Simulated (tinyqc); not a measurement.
Thermionic-field emission through a Schottky barrier, WKB: effect of temperature.

Metal on an n-type semiconductor with one parabolic valley; V > 0 is forward bias (metal positive). Energies E are counted from the conduction edge of the neutral semiconductor, whose Fermi level lies at -xi; that of the metal lies at -xi - V. The barrier is a parabola of height Vd = phi - xi - V (depletion approximation, no image force).

Nc = 2 (2 pi me m0 kB T/h^2)^1.5 (times 1e-6 for cm^-3); Nd = Nc F12(-xi/Vt), F12(x) = (2/sqrt(pi)) int_0^infinity sqrt(u)/(1 + exp(u - x)) du; E00 = (hbar/2) sqrt(Nd/(me m0 eps0 eps_r)) in SI units (volts). For E < Vd, ln T(E) = -(Vd/E00) [sqrt(1 - y) - y ln((1 + sqrt(1 - y))/sqrt(y))], y = E/Vd; T(E) = 1 above. J = A* T (q/kB) int_0^infinity T(E) N(E) dE, N = ln[(1 + exp((-xi - E)/Vt))/(1 + exp((-xi - V - E)/Vt))], A* = 4 pi q me m0 kB^2/h^3 (times 1e-4 for A/(cm^2 K^2)). The integral is converged to the digits shown; the share over the barrier is that of E > Vd, and 0 means below 1e-6 %. phi is held fixed. By a common rule of thumb, E00/Vt below 0.5 marks thermionic emission, 0.5 to 5 thermionic-field emission and above 5 field emission.

Values chosen for this exercise; band and dielectric values those of a made-up semiconductor:
- me = 0.0801 m0 (electron mass)
- eps_r = 16 (relative permittivity)
- phi = 0.6 eV (barrier height seen from the metal)
- Nd = 1e18 cm^-3 (donor density)
- V = 0.091 V (bias)

Constants: q = 1.602176634e-19 C, kB = 1.380649e-23 J/K, eps0 = 8.8541878128e-12 F/m, hbar = 1.054571817e-34 J s, h = 6.62607015e-34 J s, m0 = 9.1093837015e-31 kg, Vt = kB T/q. Results are converted to the units shown.

Result of one run:
```
E00/Vt  J (A/cm^2)  share over the barrier (%)  mean E/Vd
0.9516    7.344e-4                     7.78e-3     0.4649
```

Which temperature T gave this result: 60, 100, 200, 250 or 300 K?

T = 200 K.

The whole series:
```
T (K)  E00/Vt  J (A/cm^2)  share over the barrier (%)  mean E/Vd
60      3.172    2.885e-7                           0    0.07820
100     1.903    1.219e-6                           0     0.1394
150     1.269    2.389e-5                     7.17e-6     0.2965
200    0.9516    7.344e-4                     7.78e-3     0.4649
250    0.7613     0.01603                       0.203     0.5927
300    0.6344      0.2057                        1.15     0.6819
400    0.4758       8.802                        6.28     0.7900
500    0.3806       112.3                        13.9     0.8527
```

J rises from 2.88e-7 to 112 A/cm^2, and the mean E/Vd rises from 0.0782 to 0.853, as E00/Vt falls from 3.17 (thermionic-field emission) to 0.381 (thermionic emission). Between the first two rows J changes by a factor of 4.23, between the last two by 12.8.

Range of the model: The depletion approximation, a parabolic band and the neglect of image-force lowering make these currents estimates at high doping.

Computed by the program tinyqc: `OMP_NUM_THREADS=1 python tinyqc.py 2640053 2640054 out.jsonl`, one thread of a shared Intel Xeon 2.30GHz, about 0.02 s for the whole run.
